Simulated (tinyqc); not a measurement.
Inside a calculation. Method: UKS/exchange-only LDA in the 6-311g basis, for H2-, spin multiplicity 2. The basis has no diffuse functions, so it cannot describe the extra electron: this is an exercise in the method, not the real anion. One step of it, computed by the program tinyqc.

Problem. Iteration 2: building the Kohn-Sham matrix. J_ij = sum D_kl (ij|kl) with D = D(alpha) + D(beta); F = H + J + V_xc; E = tr D H + tr D J / 2 + E_xc + E_nn.

D(alpha) after iteration 1:
```
           1H 1s     1H 2s      1H 3s      2H 1s     2H 2s      2H 3s
1H 1s   0.027130  0.006368   0.187932   0.003403  0.011278  -0.079787
1H 2s   0.006368  0.005607   0.003549   0.011278  0.004591   0.058949
1H 3s   0.187932  0.003549   1.701877  -0.079787  0.058949  -1.318843
2H 1s   0.003403  0.011278  -0.079787   0.027130  0.006368   0.187932
2H 2s   0.011278  0.004591   0.058949   0.006368  0.005607   0.003549
2H 3s  -0.079787  0.058949  -1.318843   0.187932  0.003549   1.701877
```

D(beta) after iteration 1:
```
          1H 1s     1H 2s     1H 3s     2H 1s     2H 2s     2H 3s
1H 1s  0.011854  0.001123  0.053722  0.011854  0.001123  0.053722
1H 2s  0.001123  0.000106  0.005087  0.001123  0.000106  0.005087
1H 3s  0.053722  0.005087  0.243473  0.053722  0.005087  0.243473
2H 1s  0.011854  0.001123  0.053722  0.011854  0.001123  0.053722
2H 2s  0.001123  0.000106  0.005087  0.001123  0.000106  0.005087
2H 3s  0.053722  0.005087  0.243473  0.053722  0.005087  0.243473
```

core Hamiltonian H = T + V (hartree):
```
           1H 1s      1H 2s      1H 3s      2H 1s      2H 2s      2H 3s
1H 1s  -0.182584  -0.777088  -0.549082  -0.057640  -0.217105  -0.305457
1H 2s  -0.777088  -0.797083  -0.690370  -0.217105  -0.377655  -0.460243
1H 3s  -0.549082  -0.690370  -0.700123  -0.305457  -0.460243  -0.552386
2H 1s  -0.057640  -0.217105  -0.305457  -0.182584  -0.777088  -0.549082
2H 2s  -0.217105  -0.377655  -0.460243  -0.777088  -0.797083  -0.690370
2H 3s  -0.305457  -0.460243  -0.552386  -0.549082  -0.690370  -0.700123
```

Two-electron integrals (ij|kl) in chemists' order, unique and non-zero (hartree):
```
(11|11) 1.393035   (21|11) 0.822971   (21|21) 0.509703   (22|11) 0.822904
(22|21) 0.543028   (22|22) 0.644106   (31|11) 0.411256   (31|21) 0.257757
(31|22) 0.279868   (31|31) 0.130794   (32|11) 0.543681   (32|21) 0.365771
(32|22) 0.452669   (32|31) 0.189803   (32|32) 0.325140   (33|11) 0.494021
(33|21) 0.340115   (33|22) 0.445993   (33|31) 0.178035   (33|32) 0.331779
(33|33) 0.361682   (41|11) 0.008975   (41|21) 0.006105   (41|22) 0.007588
(41|31) 0.003175   (41|32) 0.005413   (41|33) 0.005417   (41|41) 0.000182
(42|11) 0.053786   (42|21) 0.037763   (42|22) 0.051520   (42|31) 0.019905
(42|32) 0.038904   (42|33) 0.042829   (42|41) 0.001271   (42|42) 0.012811
(43|11) 0.077645   (43|21) 0.054715   (43|22) 0.076022   (43|31) 0.028899
(43|32) 0.058366   (43|33) 0.066623   (43|41) 0.001787   (43|42) 0.020268
(43|43) 0.034024   (44|11) 0.375826   (44|21) 0.265420   (44|22) 0.373469
(44|31) 0.140369   (44|32) 0.290065   (44|33) 0.338424   (44|41) 0.008975
(44|42) 0.118215   (44|43) 0.207171   (44|44) 1.393035   (51|11) 0.118215
(51|21) 0.074951   (51|22) 0.082872   (51|31) 0.038159   (51|32) 0.056568
(51|33) 0.053499   (51|41) 0.001271   (51|42) 0.007846   (51|43) 0.011126
(51|44) 0.053786   (51|51) 0.012811   (52|11) 0.196743   (52|21) 0.133967
(52|22) 0.170111   (52|31) 0.069810   (52|32) 0.123750   (52|33) 0.128777
(52|41) 0.003118   (52|42) 0.024997   (52|43) 0.037871   (52|44) 0.196743
(52|51) 0.024997   (52|52) 0.064141   (53|11) 0.206198   (53|21) 0.143192
(53|22) 0.191646   (53|31) 0.075195   (53|32) 0.144186   (53|33) 0.160107
(53|41) 0.003577   (53|42) 0.033610   (53|43) 0.054610   (53|44) 0.297591
(53|51) 0.027015   (53|52) 0.078895   (53|53) 0.107584   (54|11) 0.265420
(54|21) 0.187345   (54|22) 0.262650   (54|31) 0.099043   (54|32) 0.203408
(54|33) 0.236694   (54|41) 0.006105   (54|42) 0.074951   (54|43) 0.130212
(54|44) 0.822971   (54|51) 0.037763   (54|52) 0.133967   (54|53) 0.201115
(54|54) 0.509703   (55|11) 0.373469   (55|21) 0.262650   (55|22) 0.363915
(55|31) 0.138624   (55|32) 0.280002   (55|33) 0.324368   (55|41) 0.007588
(55|42) 0.082872   (55|43) 0.142036   (55|44) 0.822904   (55|51) 0.051520
(55|52) 0.170111   (55|53) 0.251539   (55|54) 0.543028   (55|55) 0.644106
(61|11) 0.207171   (61|21) 0.130212   (61|22) 0.142036   (61|31) 0.066128
(61|32) 0.096493   (61|33) 0.090712   (61|41) 0.001787   (61|42) 0.011126
(61|43) 0.016022   (61|44) 0.077645   (61|51) 0.020268   (61|52) 0.037871
(61|53) 0.040816   (61|54) 0.054715   (61|55) 0.076022   (61|61) 0.034024
(62|11) 0.297591   (62|21) 0.201115   (62|22) 0.251539   (62|31) 0.104533
(62|32) 0.181733   (62|33) 0.187314   (62|41) 0.003577   (62|42) 0.027015
(62|43) 0.040816   (62|44) 0.206198   (62|51) 0.033610   (62|52) 0.078895
(62|53) 0.094495   (62|54) 0.143192   (62|55) 0.191646   (62|61) 0.054610
(62|62) 0.107584   (63|11) 0.308208   (63|21) 0.213290   (63|22) 0.283666
(63|31) 0.111876   (63|32) 0.213043   (63|33) 0.236968   (63|41) 0.004188
(63|42) 0.036539   (63|43) 0.058741   (63|44) 0.308208   (63|51) 0.036539
(63|52) 0.097830   (63|53) 0.129774   (63|54) 0.213290   (63|55) 0.283666
(63|61) 0.058741   (63|62) 0.129774   (63|63) 0.174759   (64|11) 0.140369
(64|21) 0.099043   (64|22) 0.138624   (64|31) 0.052350   (64|32) 0.107241
(64|33) 0.124680   (64|41) 0.003175   (64|42) 0.038159   (64|43) 0.066128
(64|44) 0.411256   (64|51) 0.019905   (64|52) 0.069810   (64|53) 0.104533
(64|54) 0.257757   (64|55) 0.279868   (64|61) 0.028899   (64|62) 0.075195
(64|63) 0.111876   (64|64) 0.130794   (65|11) 0.290065   (65|21) 0.203408
(65|22) 0.280002   (65|31) 0.107241   (65|32) 0.214871   (65|33) 0.248836
(65|41) 0.005413   (65|42) 0.056568   (65|43) 0.096493   (65|44) 0.543681
(65|51) 0.038904   (65|52) 0.123750   (65|53) 0.181733   (65|54) 0.365771
(65|55) 0.452669   (65|61) 0.058366   (65|62) 0.144186   (65|63) 0.213043
(65|64) 0.189803   (65|65) 0.325140   (66|11) 0.338424   (66|21) 0.236694
(66|22) 0.324368   (66|31) 0.124680   (66|32) 0.248836   (66|33) 0.290231
(66|41) 0.005417   (66|42) 0.053499   (66|43) 0.090712   (66|44) 0.494021
(66|51) 0.042829   (66|52) 0.128777   (66|53) 0.187314   (66|54) 0.340115
(66|55) 0.445993   (66|61) 0.066623   (66|62) 0.160107   (66|63) 0.236968
(66|64) 0.178035   (66|65) 0.331779   (66|66) 0.361682
```

nuclear repulsion = 0.37583609 hartree

V_xc(alpha) (hartree):
```
           1H 1s      1H 2s      1H 3s      2H 1s      2H 2s      2H 3s
1H 1s  -0.440126  -0.277826  -0.141972  -0.004070  -0.041905  -0.071838
1H 2s  -0.277826  -0.321213  -0.228836  -0.041905  -0.097759  -0.131732
1H 3s  -0.141972  -0.228836  -0.232392  -0.071838  -0.131732  -0.165536
2H 1s  -0.004070  -0.041905  -0.071838  -0.440126  -0.277826  -0.141972
2H 2s  -0.041905  -0.097759  -0.131732  -0.277826  -0.321213  -0.228836
2H 3s  -0.071838  -0.131732  -0.165536  -0.141972  -0.228836  -0.232392
```

V_xc(beta) (hartree):
```
           1H 1s      1H 2s      1H 3s      2H 1s      2H 2s      2H 3s
1H 1s  -0.352220  -0.224298  -0.114906  -0.003705  -0.036013  -0.059473
1H 2s  -0.224298  -0.262789  -0.187706  -0.036013  -0.087267  -0.113677
1H 3s  -0.114906  -0.187706  -0.189603  -0.059473  -0.113677  -0.141497
2H 1s  -0.003705  -0.036013  -0.059473  -0.352220  -0.224298  -0.114906
2H 2s  -0.036013  -0.087267  -0.113677  -0.224298  -0.262789  -0.187706
2H 3s  -0.059473  -0.113677  -0.141497  -0.114906  -0.187706  -0.189603
```

E_xc = sum of w rho eps_xc = -0.54327728 hartree

Give: Coulomb J; F(alpha); F(beta); total energy of this density.

Solution.

Coulomb J (hartree):
```
        1H 1s   1H 2s   1H 3s   2H 1s   2H 2s   2H 3s
1H 1s  1.3857  0.9418  0.4914  0.0171  0.1546  0.2543
1H 2s  0.9418  1.2185  0.9068  0.1546  0.4019  0.5398
1H 3s  0.4914  0.9068  1.0004  0.2543  0.5398  0.7253
2H 1s  0.0171  0.1546  0.2543  1.3857  0.9418  0.4914
2H 2s  0.1546  0.4019  0.5398  0.9418  1.2185  0.9068
2H 3s  0.2543  0.5398  0.7253  0.4914  0.9068  1.0004
```

F(alpha) (hartree):
```
         1H 1s    1H 2s    1H 3s    2H 1s    2H 2s    2H 3s
1H 1s   0.7630  -0.1131  -0.1996  -0.0446  -0.1044  -0.1230
1H 2s  -0.1131   0.1002  -0.0124  -0.1044  -0.0735  -0.0521
1H 3s  -0.1996  -0.0124   0.0679  -0.1230  -0.0521   0.0073
2H 1s  -0.0446  -0.1044  -0.1230   0.7630  -0.1131  -0.1996
2H 2s  -0.1044  -0.0735  -0.0521  -0.1131   0.1002  -0.0124
2H 3s  -0.1230  -0.0521   0.0073  -0.1996  -0.0124   0.0679
```

F(beta) (hartree):
```
         1H 1s    1H 2s    1H 3s    2H 1s    2H 2s    2H 3s
1H 1s   0.8509  -0.0596  -0.1726  -0.0442  -0.0985  -0.1107
1H 2s  -0.0596   0.1586   0.0287  -0.0985  -0.0630  -0.0341
1H 3s  -0.1726   0.0287   0.1107  -0.1107  -0.0341   0.0314
2H 1s  -0.0442  -0.0985  -0.1107   0.8509  -0.0596  -0.1726
2H 2s  -0.0985  -0.0630  -0.0341  -0.0596   0.1586   0.0287
2H 3s  -0.1107  -0.0341   0.0314  -0.1726   0.0287   0.1107
```

total energy of this density = -0.850326 hartree
